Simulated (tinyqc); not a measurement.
Inside a calculation. Model: longitudinal sound in a periodic multilayer: transfer matrices, stop bands and folded phonons. Computed by tinyqc, a small Python program that keeps every step. Command: `OMP_NUM_THREADS=1 python tinyqc.py 3019049 3019050 out.jsonl multilayer walk`. One thread of a shared host (Intel(R) Xeon(R) Processor @ 2.30GHz), about 0.01 s of CPU time with the checks. Intermediate numbers are printed to about 6 digits and carried at full precision; extremes and crossings named in words are read from the listed rows.

Layers 1 and 2 repeat with period d = d_1 + d_2; waves travel normal to the layers, without loss. State vector (u, s): displacement u and stress divided by omega. Impedances Z = rho v are in 1e6 kg/(m^2 s).

Inputs (values chosen for the exercise, modelled on silica (layer 1), molybdenum (layer 2) and gallium arsenide (substrate)):
```
quantity            value    unit
density rho_1         2.2  g/cm^3
velocity v_1         5970     m/s
thickness d_1         769      nm
density rho_2        10.4  g/cm^3
velocity v_2         6220     m/s
thickness d_2         542      nm
substrate density    5.33  g/cm^3
substrate velocity   4700     m/s
periods N              12       -
frequency f          2.76     GHz
```

## Impedances, mean velocity and Bragg frequency

Z = rho v; interface reflection r = (Z_2 - Z_1)/(Z_2 + Z_1) (stress amplitude, from 1 into 2); Bragg frequency f_B = 1/[2 (d_1/v_1 + d_2/v_2)]; long-wave velocity v_eff = d/sqrt[(d_1/v_1)^2 + (d_2/v_2)^2 + (Z_1/Z_2 + Z_2/Z_1)(d_1/v_1)(d_2/v_2)].

Z_1 = 13.134

Z_2 = 64.688

Z of the substrate = 25.051

interface reflection r = 0.662460

Bragg frequency f_B = 2.31536 GHz

long-wave velocity v_eff = 4585.30 m/s

## Transfer matrix of one period

A layer maps (u, s) by [[cos p, sin p/Z], [-Z sin p, cos p]], p = 2 pi f d_i/v_i; one period is M = M_2 M_1, and cos(q d) = trace(M)/2.

phase p_1 = 2.23378 rad

phase p_2 = 1.51112 rad

M:
```
           1            2
1  -0.196449  -0.00591833
2    39.1254     -3.91166
```

trace(M)/2 = -2.05405

|trace/2| > 1: f lies in a stop band, and the amplitude falls by a factor 3.848 a period.

## Transmission through N periods

For N periods A = M^N. A wave comes from a thick layer of material 1 and leaves into the substrate (Z_s): transmitted power T = 4 Z_1 Z_s/|Z_1 A_22 + Z_s A_11 - i (Z_1 Z_s A_12 - A_21)|^2, reflected power R = 1 - T.

A = M^N:
```
              1            2
1       -186385      17396.3
2  -1.15005e+08  1.07341e+07
```

transmitted power T = 3.96929e-14

T in decibel = -134.013 dB

## The first stop band

Gap m contains m f_B; its edges, where trace(M)/2 = (-1)^m, are found by root search. Weak-contrast estimate of the width: (4 f_B/pi) |r sin(m pi a)|, a = (d_1/v_1)/(d_1/v_1 + d_2/v_2).

lower edge = 1.26580 GHz

upper edge = 3.26890 GHz

width/f_B = 86.5134 %

transmitted power at f_B = 7.58161e-16

Caution: so small a transmitted power at f_B holds only for perfect layers and strictly normal incidence.

## The first four gaps

The formulas are those given above.

Stop bands (GHz):
```
m  lower edge  upper edge    width  weak-contrast estimate
1     1.26580      3.2689  2.00310                 1.86390
2     4.11909      5.2726  1.15349                 1.11276
3     6.25385      7.5014  1.24752                 1.19958
4     8.33539     10.2969  1.96148                 1.82891
```

With a = 0.596, gap 1 is the widest and gap 2 the narrowest; gap m closes when m a is a whole number. The weak-contrast estimate misses the first width by -6.9 % at |r| = 0.66. Odd gaps open at the edge of the folded zone (q = pi/d), even ones at its centre.

## Mirror strength against the number of periods

The formulas are those given above.

Transmitted power:
```
N      T at f_B  T at f_B (dB)       T at f
1      0.288325       -5.40118     0.271004
2     0.0156660       -18.0504    0.0200153
3   7.35088e-04       -31.3366   0.00135917
4   3.42477e-05       -44.6537  9.18146e-05
6   7.42881e-08       -71.2908  4.18669e-07
8   1.61139e-10       -97.9280  1.90905e-09
12  7.58161e-16       -151.202  3.96929e-14
16  3.56716e-21       -204.477  8.25293e-19
24  7.89670e-32       -311.026  3.56778e-28
```

At f_B each further period removes 13.32 dB at large N; 99 % reflection needs N = 3 among these rows. At f, in a stop band, T decays as well. Values below about 1e-6 belong to the ideal stack: roughness and scattering into other modes, left out here, set a floor in a real one.

Checks made by the program: trace against Rytov's formula cos p_1 cos p_2 - (1/2)(Z_1/Z_2 + Z_2/Z_1) sin p_1 sin p_2 (relative difference below 1e-10).
